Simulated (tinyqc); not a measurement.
Comparisons within one model: optical gain and spontaneous emission in a bulk direct-gap semiconductor. A value that a table varies takes the place of the one given here.

Parabolic bands, vertical transitions, no excitons. For each hole band j: mr = me mj/(me + mj); joint density of states J_j(E) = (mr/c)^(3/2) sqrt(E - Eg)/(2 pi^2), both spins, c = hbar^2/2m0; averaged matrix element |e.p|^2 = m0 Ep/6; alpha_j(E) = 4 pi^2 alpha_f c Ep J_j/(3 nr E) in 1/angstrom (alpha_f the fine-structure constant, listed as alpha among the constants), times 1e8 for 1/cm.

F_j(eta) = (1/Gamma(j + 1)) integral_0^infinity x^j dx/(1 + exp(x - eta)), which tends to exp(eta) for eta << 0.

Quasi-Fermi levels: n = Nc F_1/2(Fc/kT) and p = Nv F_1/2(Fv/kT), Fc counted up from the conduction edge and Fv down from the valence edge; Nc, Nv from N = 2 (m kB T/(4 pi c))^(3/2) with c = hbar^2/2m0, in 1/angstrom^3; times 1e24 for 1/cm^3, with me and (mhh^(3/2) + mlh^(3/2))^(2/3).

For band j the electron sits at Ee = (E - Eg) mr/me above its edge and the hole at Eh = (E - Eg) mr/mj; fe = 1/(1 + exp((Ee - Fc)/kT)), fh = 1/(1 + exp((Eh - Fv)/kT)); gain g = sum_j alpha_j (fe + fh - 1).

Spontaneous rate: R = integral of (nr E/(hbar c))^2/(pi^2 hbar) sum_j alpha_j fe fh dE, with alpha in 1/cm and (nr E/(hbar c))^2 in 1/cm^2 (1e16 per 1/angstrom^2); B = R/(n p); lifetime n/R.

Constants: hbar^2/2m0 = 3.80998211 eV angstrom^2; fine-structure constant alpha = 0.007297352564; kB = 8.617333262e-05 eV/K; hbar = 6.58211957e-16 eV s; hbar c = 1973.269805 eV angstrom.

Inputs chosen for the exercise (near those of GaAs; the results hold for these values, not for the real material):
- Eg = 1.384 eV (direct gap)
- me = 0.0649 m0 (electron mass)
- mhh = 0.493 m0 (heavy-hole mass)
- mlh = 0.0827 m0 (light-hole mass)
- Ep = 25.4 eV (Kane energy)
- nr = 3.55 (refractive index)
- T = 200 K
- n = 2.1e+18 1/cm^3 (injected density, n = p)

## Peak gain against injection

The peak is the largest g over E; a dash marks no gain.

Gain:
```
n (1/cm^3)  Fc (eV)  Fv (eV)  peak gain (1/cm)  peak E - Eg (eV)  B (cm^3/s)
3.2e+17      0.0145  -0.0472                 -                 -    4.04e-10
5.1e+17      0.0274  -0.0389                 -                 -    3.80e-10
7.4e+17      0.0396  -0.0322                38            0.0025    3.55e-10
9.0e+17      0.0469  -0.0287               144            0.0066    3.40e-10
1.2e+18      0.0591  -0.0233               374            0.0138    3.15e-10
1.5e+18      0.0700  -0.0191               604            0.0205    2.94e-10
1.9e+18      0.0831  -0.0146               892            0.0285    2.71e-10
2.6e+18      0.1038  -0.0083              1338            0.0407    2.40e-10
```

transparency density (Fc + Fv = 0) = 6.43e+17 1/cm^3

Gain starts at 6.43e+17 1/cm^3, where Fc = -Fv = 0.0348 eV: with Nv/Nc = 22 the electrons must be degenerate before the holes are. The slope of peak gain against n is 6.62e-16 cm^2 between the first two rows with gain and 6.37e-16 between the last two; the peak moves from 0.0025 to 0.0407 eV above the gap as the bands fill, and B falls by a factor 1.69. Line broadening and gap shrinkage are left out.

## Gain spectrum

At the density n.

Spectrum:
```
E - Eg (eV)  alpha, empty (1/cm)  fe, heavy  fh, heavy  g (1/cm)
0.005                       1876      0.993      0.317       570
0.010                       2644      0.991      0.310       763
0.020                       3713      0.985      0.296       958
0.030                       4515      0.975      0.282      1024
0.045                       5471      0.947      0.262       958
0.060                       6252      0.891      0.243       676
0.080                       7121      0.747      0.219      -191
0.100                       7854      0.514      0.197     -1750
0.130                       8777      0.185      0.167     -4550
0.170                       9779      0.028      0.132     -7353
0.220                      10778      0.002      0.098     -9609
```

Fc + Fv = 0.0767 eV

g is positive below E - Eg = 0.0767 eV; the largest value listed is 1024 1/cm at 0.030 eV. At 0.220 eV above the gap g is -0.89 times the absorption of the empty crystal, whose limit is -1.

## Transparency density and B against temperature

Eg is held fixed; B is taken at n = 1e15 1/cm^3.

Results:
```
T (K)  transparency density (1/cm^3)  Fc/kT there  B (cm^3/s)
100                         2.27e+17        2.016    1.27e-09
150                         4.18e+17        2.016    6.97e-10
200                         6.43e+17        2.016    4.55e-10
250                         8.99e+17        2.016    3.27e-10
300                         1.18e+18        2.016    2.50e-10
350                         1.49e+18        2.016    1.99e-10
400                         1.82e+18        2.016    1.64e-10
500                         2.54e+18        2.016    1.18e-10
```

Fc/kT at transparency stays at 2.016, since it depends on Nv/Nc alone, so the density goes as T^1.50. B goes as T^-1.48, against T^-1.5 for non-degenerate carriers: hot carriers spread over k and fewer pairs share a wave vector.

## What moves transparency and gain

Transparency is Fc + Fv = 0; the peak is the largest g over E at the density n (0 if none). Each row changes one parameter from the base and keeps the others.

Results:
```
case                 transparency density (1/cm^3)  Fc + Fv (eV)  peak gain (1/cm)
base                                      6.43e+17        0.0767              1026
me = 0.0746 m0                            7.36e+17        0.0642              1075
mhh = 0.296 m0                            4.99e+17        0.0911              1658
Ep = 27.9 eV                              6.43e+17        0.0767              1128
T = 240 K                                 8.45e+17        0.0664               739
n = 2.73e+18 1/cm^3                       6.43e+17        0.1001              1413
nr = 3.73                                 6.43e+17        0.0767               977
```

The largest shifts from the base row, up to three for each result and ties (the steps differ in size, so this ranks the rows, not the parameters). transparency density (1/cm^3): T +2.02e+17, mhh -1.44e+17, me +9.28e+16; unchanged at the printed digits by Ep, n and nr. Fc + Fv (eV): n +0.0234, mhh +0.0145, me -0.0125; unchanged at the printed digits by Ep and nr. peak gain (1/cm): mhh +631, n +387, T -288.

Program tinyqc; command `OMP_NUM_THREADS=1 python tinyqc.py 1680109 1680110 out.jsonl`; about 0.09 s on one thread of a shared Intel(R) Xeon(R) Processor @ 2.30GHz.
